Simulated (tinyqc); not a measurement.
Comparisons within one model: hole subbands of a hard-walled well, four-band Luttinger model. A value that a table varies takes the place of the one given here.

Hole energies are counted downwards from the unstrained band edge, c = hbar^2/2m0. After the usual block transformation one block is H = [[P + Q - Zs, R - i S], [R + i S, P - Q + Zs]] in (heavy, light), with P +/- Q = c [(g1 +/- g2) k^2 + (g1 -/+ 2 g2) kz^2], R = sqrt(3) c gR k^2, S = 2 sqrt(3) c g3 k kz, kz = -i d/dz; axial approximation gR = (g2 + g3)/2. Zs = b (e_par - e_perp) is the shear part of the strain (the hydrostatic part shifts all levels alike and is left out). Basis sqrt(2/L) sin(n pi z/L), n = 1 to N, for each component: kz^2 gives (n pi/L)^2 and the heavy-light block is R delta_nm - 2 sqrt(3) c g3 k D_nm with D_nm = 4 n m/(L (n^2 - m^2)) for n + m odd, 0 otherwise. The other block has the same levels. The split-off band is left out.

Constants: hbar^2/2m0 = 3.80998211 eV angstrom^2.

Values chosen for the exercise (near those of GaAs; the results hold for these values, not for the real material):
```
symbol  value                                                    unit        meaning
g1      7                                                                    Luttinger gamma1
g2      2.07                                                                 gamma2
g3      2.92                                                                 gamma3
L       100                                                      angstrom    well width along [001]
Zs      0                                                        eV          shear strain energy
k       0.0421                                                   1/angstrom  wave vector in the plane
Zlist   (-0.0381, -0.0224, -0.0103, -0.0068, 0, 0.0127, 0.0376)  eV          shear strain energies (negative: tension in the plane, for b < 0)
```

## Which coupling does what

N = 20, at the given k. Diagonal: R = S = 0. Along [100] and [110] gR is g2 and g3 instead of their mean.

Hole energies (meV):
```
model        E1     E2      E3      E4
diagonal  72.00  75.18  104.27  158.04
R alone   44.37  96.13  102.82  154.71
S alone   37.31  50.54   96.42  107.59
axial     25.27  48.98   94.24  115.79
[100]     28.49  49.82   94.85  113.48
[110]     21.79  47.82   93.54  118.33
```

The couplings move E1 by -46.73 meV: R alone by -27.64, S alone by -34.69, so S matters more at k L/pi = 1.34 (R grows as k^2 and joins equal n, S as k and joins n of opposite parity). Warping spreads E1 by 6.70 meV between [100] and [110], the hole being heavier along [110]; the axial value lies between them.

## Strain

N = 20. dE is the rise of the top subband from k = 0 to k1 = pi/(4L), m1 = c k1^2/dE (dash if dE is not positive), and the heavy weight is taken at k = pi/L.

Top subband:
```
Zs (eV)  HH1 (meV)  LH1 (meV)  dE (meV)  heavy weight  m1 (m0)
-0.0381       48.9        3.8     0.243         0.135    0.966
-0.0224       33.2       19.5    -0.342         0.239        -
-0.0103       21.1       31.6     1.500         0.388    0.157
-0.0068       17.6       35.1     1.581         0.446    0.149
0.0000        10.8       41.9     1.654         0.575    0.142
0.0127        -1.9       54.6     1.731         0.793    0.136
0.0376       -26.8       79.5     1.819         0.937    0.129
```

HH1 and LH1 cross at Zs = -2 c g2 (pi/L)^2 = -0.0156 eV; for more negative Zs the light hole is on top. Among the rows with HH1 on top, m1 goes from 0.157 to 0.129 m0 as the splitting widens from 11 to 106 meV, against the unmixed 1/(g1 + g2) = 0.110: compression lightens the holes here. A dash marks a top subband whose hole energy at k1 lies below that at k = 0: an electron-like (negative) mass. m1 describes the neighbourhood of k = 0 only; where HH1 and LH1 lie close, the band may peak further out.

## What each parameter does

N = 20; the three lowest hole energies at the given k and the heavy weight of the lowest. Each row changes one parameter from the base and keeps the others.

Results:
```
case                   E1 (meV)  E2 (meV)  E3 (meV)  heavy weight
base                      25.27     48.98     94.24         0.483
g1 = 7.56                 32.61     59.79    113.48         0.478
g2 = 1.86                 26.95     50.83    101.07         0.479
g3 = 2.69                 29.22     54.38    100.24         0.481
L = 110 angstrom          22.25     42.64     80.49         0.464
Zs = 0.02 eV              21.66     37.92     80.71         0.693
k = 0.0547 1/angstrom     31.41     55.72    102.98         0.437
```

The largest shifts from the base row, up to three for each result and ties (the steps differ in size, so this ranks the rows, not the parameters). E1 (meV): g1 +7.35, k +6.14, g3 +3.95. E2 (meV): Zs -11.06, g1 +10.82, k +6.74. E3 (meV): g1 +19.24, L -13.75, Zs -13.53. heavy weight: Zs +0.210, k -0.046, L -0.019.

Run: tinyqc, `OMP_NUM_THREADS=1 python tinyqc.py 1250295 1250296 out.jsonl`; Intel(R) Xeon(R) Processor @ 2.30GHz, one thread, shared host; about 0.1 s of CPU time with all checks.
